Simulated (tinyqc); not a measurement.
Empirical pseudopotential in a few plane waves, step by step. Computed by tinyqc, a small Python program that keeps every step. Settings: plane-wave index or count = 15. Command: `OMP_NUM_THREADS=1 python tinyqc.py 28592 28593 out.jsonl` (the two numbers bound the seeds that draw the settings). One thread of a shared host (Intel(R) Xeon(R) Processor @ 2.60GHz), about 0.2 s of CPU time with the checks.

## Bloch Hamiltonian at k

Parameters chosen for this model: fcc lattice, atoms at +/- a/8 (1,1,1); form factors in rydberg at |G|^2 in units of (2 pi/a)^2:

| parameter | value | unit |
|---|---|---|
| a | 5.500000 | angstrom |
| VS(3) | -0.239000 | Ry |
| VS(8) | 0.000000 | Ry |
| VS(11) | 0.072000 | Ry |
| VA(3) | 0.134000 | Ry |
| VA(4) | 0.065000 | Ry |
| VA(11) | 0.023000 | Ry |
| hbar^2/2m (2 pi/a)^2 | 4.972300 | eV |

k point k (2 pi / a): 0.100000  -0.250000  0.390000

Basis: the 15 shortest G (labels in 2 pi/a), the same at every k. H(G,G') = c |k + G|^2 delta + VS(|G-G'|^2) cos((G-G').tau) + i VA sin((G-G').tau), tau = a/8 (1,1,1); 1 Ry = 13.605693 eV.

H(k) at k (eV), lower triangle (Hermitian):
```
                     +0+0+0               -1-1-1               -1-1+1               -1+1-1
+0+0+0             1.116778
-1-1-1   2.299342-1.289171i            13.646973
-1-1+1  -2.299342-1.289171i   0.000000+0.884370i            21.403761
-1+1-1  -2.299342-1.289171i   0.000000+0.884370i             0.000000             8.674674
-1+1+1  -2.299342+1.289171i             0.000000   0.000000+0.884370i   0.000000+0.884370i
+1-1-1  -2.299342-1.289171i   0.000000+0.884370i             0.000000             0.000000
+1-1+1  -2.299342+1.289171i             0.000000   0.000000+0.884370i             0.000000
+1+1-1  -2.299342+1.289171i             0.000000             0.000000   0.000000+0.884370i
+1+1+1   2.299342+1.289171i             0.000000             0.000000             0.000000
-2+0+0   0.000000-0.884370i  -2.299342+1.289171i  -2.299342-1.289171i  -2.299342-1.289171i
+0-2+0   0.000000-0.884370i  -2.299342+1.289171i  -2.299342-1.289171i   0.692689-0.221276i
+0+0-2   0.000000-0.884370i  -2.299342+1.289171i   0.692689-0.221276i  -2.299342-1.289171i
+0+0+2   0.000000+0.884370i  -0.692689-0.221276i   2.299342+1.289171i  -0.692689+0.221276i
+0+2+0   0.000000+0.884370i  -0.692689-0.221276i  -0.692689+0.221276i   2.299342+1.289171i
+2+0+0   0.000000+0.884370i  -0.692689-0.221276i  -0.692689+0.221276i  -0.692689+0.221276i

                     -1+1+1               +1-1-1               +1-1+1               +1+1-1
-1+1+1            16.431461
+1-1-1             0.000000            15.635893
+1-1+1             0.000000   0.000000+0.884370i            23.392680
+1+1-1             0.000000   0.000000+0.884370i             0.000000            10.663594
+1+1+1   0.000000+0.884370i             0.000000   0.000000+0.884370i   0.000000+0.884370i
-2+0+0   2.299342-1.289171i   0.692689-0.221276i  -0.692689-0.221276i  -0.692689-0.221276i
+0-2+0  -0.692689-0.221276i  -2.299342-1.289171i   2.299342-1.289171i  -0.692689-0.221276i
+0+0-2  -0.692689-0.221276i  -2.299342-1.289171i  -0.692689-0.221276i   2.299342-1.289171i
+0+0+2  -2.299342+1.289171i  -0.692689+0.221276i  -2.299342+1.289171i   0.692689+0.221276i
+0+2+0  -2.299342+1.289171i  -0.692689+0.221276i   0.692689+0.221276i  -2.299342+1.289171i
+2+0+0   0.692689+0.221276i   2.299342+1.289171i  -2.299342+1.289171i  -2.299342+1.289171i

                     +1+1+1     -2+0+0     +0-2+0     +0+0-2
+1+1+1            18.420381
-2+0+0  -0.692689+0.221276i  19.017057
+0-2+0  -0.692689+0.221276i   0.000000  25.978276
+0+0-2  -0.692689+0.221276i   0.000000   0.000000  13.249189
+0+0+2  -2.299342-1.289171i   0.000000   0.000000   0.000000
+0+2+0  -2.299342-1.289171i   0.000000   0.000000   0.000000
+2+0+0  -2.299342-1.289171i   0.000000   0.000000   0.000000

           +0+0+2     +0+2+0     +2+0+0
+0+0+2  28.762764
+0+2+0   0.000000  16.033677
+2+0+0   0.000000   0.000000  22.994896
```

## Levels at k

Diagonalise the Hermitian matrix.

eigenvalues (eV): -3.955026  6.648584  8.886184  9.639566  13.659055  15.240600  16.634126  16.896118  18.829512  20.409074  21.680463  23.815714  26.696012  28.634658  31.707416

## Bands along a path

The same steps at evenly spaced points between the labelled ones.

Bands along the path (eV), lowest eight:

| k | band 1 | band 2 | band 3 | band 4 | band 5 | band 6 | band 7 | band 8 |
|---|---|---|---|---|---|---|---|---|
| L | -2.955472 | 4.434283 | 9.626212 | 9.626212 | 12.125799 | 16.247630 | 16.247630 | 19.034070 |
| L-G 0.33 | -3.687526 | 5.625059 | 9.605411 | 9.605411 | 12.341681 | 16.259453 | 16.259453 | 18.515599 |
| L-G 0.67 | -4.360488 | 7.940491 | 9.909778 | 9.909778 | 12.862577 | 15.570491 | 16.021049 | 16.021049 |
| G | -4.616273 | 10.131832 | 10.131832 | 10.131832 | 11.641831 | 15.521870 | 15.521870 | 15.521870 |
| G-X 0.33 | -4.274748 | 7.906609 | 9.478261 | 9.478261 | 13.682259 | 14.286363 | 16.888194 | 16.888194 |
| G-X 0.67 | -3.371640 | 5.662688 | 8.649681 | 8.649681 | 12.497722 | 13.748150 | 19.102634 | 19.812302 |
| X | -2.406018 | 4.433948 | 8.525045 | 8.525045 | 12.172903 | 12.880793 | 23.171080 | 23.462022 |

With 4 band(s) filled, the highest filled level on these points lies at G and the lowest empty one at G: a gap of 1.5100 eV, direct. This holds for the small fixed basis; with all plane waves up to |k + G|^2 = 21 (2 pi/a)^2 the gap along the path is 1.80 eV.

## Convergence with the number of plane waves

Levels at G counted from the fourth one.

Levels (eV):

| plane waves | level 1 | level 5 | level 8 |
|---|---|---|---|
| 9 | -17.500744 | 1.249513 | 1.768740 |
| 15 | -14.748105 | 1.509999 | 5.390038 |
| 27 | -13.802235 | 1.858296 | 5.721892 |
| 51 | -13.416770 | 1.730880 | 6.072270 |
| 59 | -13.380072 | 1.775637 | 5.878049 |
| 65 | -13.376117 | 1.774900 | 5.851273 |
| 89 | -13.363357 | 1.779538 | 5.854594 |
